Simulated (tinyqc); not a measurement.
Surface photovoltage measurement of the minority-carrier diffusion length in a wafer: one step, computed by the program tinyqc. Command: `OMP_NUM_THREADS=1 python tinyqc.py 3130043 3130044 out.jsonl spv walk`. One thread of a shared host (Intel(R) Xeon(R) Processor @ 2.30GHz), about 0.01 s of CPU time with the checks.

Low injection, steady light, a depletion layer much thinner than 1/alpha and L. The excess density dn is taken at the front edge of the neutral region; light that reaches the back is lost.

Question. One wavelength. alpha = (84.732/lambda - 76.417)^2 per cm with lambda in micrometre (an empirical fit for silicon between 0.7 and 1.05 micrometre). Thick wafer: dn = Phi L/((S_f + D/L)(L + 1/alpha)). Finite wafer, with s = S_b L/D, w = W/L, a = alpha L: dn = [Phi a/(a^2 - 1)] [a - B - exp(-alpha W)(a - s)/(cosh w + s sinh w)]/(S_f + B D/L), B = (sinh w + s cosh w)/(cosh w + s sinh w). Photovoltage V = (k_B T/e) ln(1 + dn/n_0). Lifetime = L^2/D.

Inputs (values chosen for the exercise, modelled on p-type silicon at room temperature): diffusion length L = 380 micrometre; wafer thickness W = 300 micrometre; diffusivity D = 29.6 cm^2/s; front recombination velocity S_f = 45000 cm/s; back recombination velocity S_b = 660 cm/s; photon flux entering = 8.5e+13 1/(cm^2 s); minority density at the surface barrier scale n_0 = 5.1e+09 1/cm^3; temperature T = 298 K; wavelength = 811 nm.

Constants: k_B = 8.617333262e-05 eV/K.

Give: alpha; penetration depth 1/alpha; dn, thick wafer; B; dn, finite wafer; photovoltage V; lifetime.

Answer.

alpha = 787.44 1/cm

penetration depth 1/alpha = 12.699 micrometre

dn, thick wafer = 1.7967e+09 1/cm^3

B = 0.96648

dn, finite wafer = 1.7998e+09 1/cm^3

photovoltage V = 7.7618 mV

lifetime = 48.784 microsecond

Caution: dn is not small against n_0, so V is not linear in the flux; the constant-flux reading then needs dn, not V.
